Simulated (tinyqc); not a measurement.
Field from the level spacing.

Inverse problem. In a triangular well E_k = a_k (C F^2/mz1)^(1/3), a_1 = 2.338107, a_2 = 4.087949, C = hbar^2/(2 m0), F in eV/nm (1 MV/cm = 0.1 eV/nm). Find F, E_1, the mean distance 2 E_1/(3 F) of the lowest level and the sheet charge eps0 eps_r F/q behind such a field.

Inputs (values chosen for the exercise):
```
symbol,value,unit,meaning
eps_r,9.47,,relative permittivity
mz1,0.203,m0,mass along z of valley set A (1 valley(s))
```

Constants: q = 1.602176634e-19 C, hbar = 1.054571817e-34 J s, m0 = 9.1093837015e-31 kg, eps0 = 8.8541878128e-14 F/cm where lengths are in cm, hbar^2/(2 m0) = 0.0380998212 eV nm^2. Results are converted to the units shown.

spacing of the two lowest levels = 190.63086 meV

Solution. The spacing over a_2 - a_1 is the energy scale (C F^2/mz1)^(1/3), which gives F.

F = 0.8300 MV/cm
E_1 = 254.7 meV
mean distance = 2.046 nm
sheet charge over q = 4.344e12 cm^-2

Numbers from tinyqc (`OMP_NUM_THREADS=1 python tinyqc.py 2160079 2160080 out.jsonl`; about 0.5 s on one thread of a shared Intel Xeon 2.30GHz).
